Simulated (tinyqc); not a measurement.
FCI on RHF in the cc-pvdz basis, for He, spin multiplicity 1, step by step. Computed by tinyqc, a small Python program that keeps every step (integrals from PySCF). Settings: charge = 0, multiplicity = 1, basis = cc-pvdz, method = RHF, energy threshold = 1e-10, iteration cap = 75, orthogonalisation = symmetric, start = Wolfsberg-Helmholz matrix, DIIS depth = 6, ci = FCI. Command: `OMP_NUM_THREADS=1 python tinyqc.py 25219 25220 out.jsonl` (the two numbers bound the seeds that draw the settings). One thread of a shared host (Intel(R) Xeon(R) Processor @ 2.60GHz), about 0.06 s of CPU time with the checks. The early iterations of the SCF are left out here.

## One-electron integrals

Geometry (angstrom):
```
atom        x        y        z
He    0.00000  0.00000  0.00000
```

Basis cc-pvdz: exponents (1/bohr^2) and contraction coefficients of normalised primitives:
```
element  l (shell)  exponent  coefficient
He           s (1)  38.36000      0.04018
He           s (1)   5.77000      0.26137
He           s (1)   1.24000      0.79307
He           s (2)   0.29760      1.00000
He           p (3)   1.27500      1.00000
```

Overlap, kinetic and nuclear-attraction integrals over the contracted functions; the nuclear repulsion is the sum of Za Zb / Rab.

nuclear repulsion = 0 hartree

overlap S:
```
          1He 1s   1He 2s  1He 2px  1He 2py  1He 2pz
1He 1s   1.00000  0.63417  0.00000  0.00000  0.00000
1He 2s   0.63417  1.00000  0.00000  0.00000  0.00000
1He 2px  0.00000  0.00000  1.00000  0.00000  0.00000
1He 2py  0.00000  0.00000  0.00000  1.00000  0.00000
1He 2pz  0.00000  0.00000  0.00000  0.00000  1.00000
```

kinetic energy T (hartree):
```
          1He 1s   1He 2s  1He 2px  1He 2py  1He 2pz
1He 1s   2.92243  0.46666  0.00000  0.00000  0.00000
1He 2s   0.46666  0.44640  0.00000  0.00000  0.00000
1He 2px  0.00000  0.00000  3.18750  0.00000  0.00000
1He 2py  0.00000  0.00000  0.00000  3.18750  0.00000
1He 2pz  0.00000  0.00000  0.00000  0.00000  3.18750
```

nuclear attraction V (hartree):
```
           1He 1s    1He 2s   1He 2px   1He 2py   1He 2pz
1He 1s   -4.80269  -2.01245   0.00000   0.00000   0.00000
1He 2s   -2.01245  -1.74107   0.00000   0.00000   0.00000
1He 2px   0.00000   0.00000  -2.40250   0.00000   0.00000
1He 2py   0.00000   0.00000   0.00000  -2.40250   0.00000
1He 2pz   0.00000   0.00000   0.00000   0.00000  -2.40250
```

core Hamiltonian H = T + V (hartree):
```
           1He 1s    1He 2s  1He 2px  1He 2py  1He 2pz
1He 1s   -1.88025  -1.54579  0.00000  0.00000  0.00000
1He 2s   -1.54579  -1.29467  0.00000  0.00000  0.00000
1He 2px   0.00000   0.00000  0.78500  0.00000  0.00000
1He 2py   0.00000   0.00000  0.00000  0.78500  0.00000
1He 2pz   0.00000   0.00000  0.00000  0.00000  0.78500
```

## Two-electron integrals

Functions are numbered as in S; the eight-fold symmetry (ij|kl) = (ji|kl) = (kl|ij) leaves the list below.

Two-electron integrals (ij|kl) in chemists' order, unique and non-zero (hartree):
```
(11|11) 1.54304   (21|11) 0.78498   (21|21) 0.42677   (22|11) 0.80346
(22|21) 0.47591   (22|22) 0.61556   (31|31) 0.17731   (32|31) 0.14252
(32|32) 0.13001   (33|11) 1.09980   (33|21) 0.62778   (33|22) 0.73440
(33|33) 1.04053   (41|41) 0.17731   (42|41) 0.14252   (42|42) 0.13001
(43|43) 0.06371   (44|11) 1.09980   (44|21) 0.62778   (44|22) 0.73440
(44|33) 0.91312   (44|44) 1.04053   (51|51) 0.17731   (52|51) 0.14252
(52|52) 0.13001   (53|53) 0.06371   (54|54) 0.06371   (55|11) 1.09980
(55|21) 0.62778   (55|22) 0.73440   (55|33) 0.91312   (55|44) 0.91312
(55|55) 1.04053
```

## Orthogonalisation

S = U s U^T; symmetric (Loewdin) form X = U s^(-1/2) U^T, so that X^T S X = 1.

eigenvalues of S: 0.36583  1.00000  1.00000  1.00000  1.63417

X:
```
           1He 1s    1He 2s  1He 2px  1He 2py  1He 2pz
1He 1s    1.21779  -0.43553  0.00000  0.00000  0.00000
1He 2s   -0.43553   1.21779  0.00000  0.00000  0.00000
1He 2px   0.00000   0.00000  1.00000  0.00000  0.00000
1He 2py   0.00000   0.00000  0.00000  1.00000  0.00000
1He 2pz   0.00000   0.00000  0.00000  0.00000  1.00000
```

## Starting guess

The start is the generalised Wolfsberg-Helmholz matrix (K = 1.75) built on H; D = 2 C_occ C_occ^T.

D at the start:
```
          1He 1s   1He 2s  1He 2px  1He 2py  1He 2pz
1He 1s   1.02807  0.54146  0.00000  0.00000  0.00000
1He 2s   0.54146  0.28518  0.00000  0.00000  0.00000
1He 2px  0.00000  0.00000  0.00000  0.00000  0.00000
1He 2py  0.00000  0.00000  0.00000  0.00000  0.00000
1He 2pz  0.00000  0.00000  0.00000  0.00000  0.00000
```

## Iteration 9 (converged): orbitals

converged F (hartree):
```
           1He 1s    1He 2s  1He 2px  1He 2py  1He 2pz
1He 1s   -0.55043  -0.99987  0.00000  0.00000  0.00000
1He 2s   -0.99987  -0.42882  0.00000  0.00000  0.00000
1He 2px   0.00000   0.00000  2.52437  0.00000  0.00000
1He 2py   0.00000   0.00000  0.00000  2.52437  0.00000
1He 2pz   0.00000   0.00000  0.00000  0.00000  2.52437
```

Diagonalise F' = X^T F X, C = X C', fill 1 alpha and 1 beta electrons from the bottom; D = 2 C_occ C_occ^T. Each column has its largest component positive (the first on a tie).

F' = X^T F X (hartree):
```
          1         2        3        4        5
1   0.16301  -1.15312  0.00000  0.00000  0.00000
2  -1.15312   0.32029  0.00000  0.00000  0.00000
3   0.00000   0.00000  2.52437  0.00000  0.00000
4   0.00000   0.00000  0.00000  2.52437  0.00000
5   0.00000   0.00000  0.00000  0.00000  2.52437
```

orbital energies (hartree): MO1 -0.91415, MO2 1.39744, MO3 2.52437, MO4 2.52437, MO5 2.52437

coefficients C:
```
             MO1       MO2      MO3      MO4      MO5
1He 1s   0.59262  -1.14957  0.00000  0.00000  0.00000
1He 2s   0.51303   1.18723  0.00000  0.00000  0.00000
1He 2px  0.00000   0.00000  1.00000  0.00000  0.00000
1He 2py  0.00000   0.00000  0.00000  1.00000  0.00000
1He 2pz  0.00000   0.00000  0.00000  0.00000  1.00000
```

D after iteration 9:
```
          1He 1s   1He 2s  1He 2px  1He 2py  1He 2pz
1He 1s   0.70239  0.60806  0.00000  0.00000  0.00000
1He 2s   0.60806  0.52639  0.00000  0.00000  0.00000
1He 2px  0.00000  0.00000  0.00000  0.00000  0.00000
1He 2py  0.00000  0.00000  0.00000  0.00000  0.00000
1He 2pz  0.00000  0.00000  0.00000  0.00000  0.00000
```

Within a degenerate level the vectors are fixed only up to a rotation; this is one choice.

## Convergence

Stop when the energy changes by less than 1e-10 hartree and every element of the error matrix X^T (F D S - S D F) X is below 3e-06.

Course of the cycle:
```
iteration  E (hartree)     change  largest element of the error matrix
1           -2.8026218          -                             4.66e-01
2           -2.8548284  -5.22e-02                             3.76e-02
3           -2.8551605  -3.32e-04                             1.56e-04
4           -2.8551605  -4.54e-09                             7.10e-05
5           -2.8551605  -6.87e-10                             4.59e-05
6           -2.8551605  -2.24e-10                             3.39e-05
7           -2.8551605  -1.00e-10                             2.69e-05
8           -2.8551605  -1.69e-10                             1.96e-08
9           -2.8551605   8.88e-16                             2.84e-11
```

PySCF RHF in the same basis = -2.8551605 hartree

Converged in 9 iterations.

## Populations

Mulliken: Z minus the diagonal of D S on the atom; Loewdin: the same with S^(1/2) D S^(1/2).

Charges (e):
```
atom  Mulliken  Loewdin
1He          0        0
```

## Integrals over molecular orbitals

(pq|rs) = sum C_ip C_jq C_kr C_ls (ij|kl), one index at a time.

one-electron integrals over orbitals h = C^T H C (hartree):
```
          1         2        3        4        5
1  -1.94101   0.31645  0.00000  0.00000  0.00000
2   0.31645  -0.09024  0.00000  0.00000  0.00000
3   0.00000   0.00000  0.78500  0.00000  0.00000
4   0.00000   0.00000  0.00000  0.78500  0.00000
5   0.00000   0.00000  0.00000  0.00000  0.78500
```

Two-electron integrals over orbitals (pq|rs), unique and non-zero (hartree):
```
(11|11) 1.02686    (21|11) -0.31645   (21|21) 0.22751    (22|11) 0.85759
(22|21) -0.25520   (22|22) 0.76549    (31|31) 0.18315    (32|31) -0.02539
(32|32) 0.02853    (33|11) 0.96126    (33|21) -0.23048   (33|22) 0.77495
(33|33) 1.04053    (41|41) 0.18315    (42|41) -0.02539   (42|42) 0.02853
(43|43) 0.06371    (44|11) 0.96126    (44|21) -0.23048   (44|22) 0.77495
(44|33) 0.91312    (44|44) 1.04053    (51|51) 0.18315    (52|51) -0.02539
(52|52) 0.02853    (53|53) 0.06371    (54|54) 0.06371    (55|11) 0.96126
(55|21) -0.23048   (55|22) 0.77495    (55|33) 0.91312    (55|44) 0.91312
(55|55) 1.04053
```

## FCI: determinants and Hamiltonian

Hartree-Fock energy = -2.8551605 hartree

Slater-Condon rules over spin orbitals, with the nuclear repulsion added and E(HF) subtracted on the diagonal. Only determinants linked to the reference directly or through others are kept (one block of an abelian symmetry group), so some states are absent.

Occupation strings over the orbitals (2 doubly, a alpha, b beta, 0 empty; spin orbitals ordered 1a 1b 2a 2b ...): 20000 ab000 ba000 02000 00200 00020 00002

H - E(HF) between determinants (hartree):
```
         20000     ab000     ba000     02000     00200     00020     00002
20000  0.00000   0.00000   0.00000   0.22751   0.18315   0.18315   0.18315
ab000  0.00000   1.68150  -0.22751   0.06125  -0.02539  -0.02539  -0.02539
ba000  0.00000  -0.22751   1.68150  -0.06125   0.02539   0.02539   0.02539
02000  0.22751   0.06125  -0.06125   3.44018   0.02853   0.02853   0.02853
00200  0.18315  -0.02539   0.02539   0.02853   5.46569   0.06371   0.06371
00020  0.18315  -0.02539   0.02539   0.02853   0.06371   5.46569   0.06371
00002  0.18315  -0.02539   0.02539   0.02853   0.06371   0.06371   5.46569
```

## FCI: roots

Diagonalise (each vector has its largest component positive (the first on a tie)); all determinants have Ms = 0, so triplets appear too. The lowest singlet root is the correlation energy.

lowest roots of this matrix, relative to E(HF) (hartree): -0.03243  1.45400  1.90301  3.45793  5.40198  5.40198  5.61378

lowest vectors:
```
         root 1   root 2    root 3    root 4
20000   0.99637  0.00000  -0.00374   0.06271
ab000   0.00078  0.70711   0.70587   0.04026
ba000  -0.00078  0.70711  -0.70587  -0.04026
02000  -0.06451  0.00000  -0.05627   0.99593
00200  -0.03210  0.00000   0.01033  -0.01773
00020  -0.03210  0.00000   0.01033  -0.01773
00002  -0.03210  0.00000   0.01033  -0.01773
```

<S^2> of these roots: 0.00000  2.00000  0.00000  0.00000  0.00000  0.00000  0.00000

weight of the ground state by excitation level 0, 1, 2, ...: 0.99274  0.00000  0.00725

Within a degenerate level the vectors are fixed only up to a rotation; this is one choice.
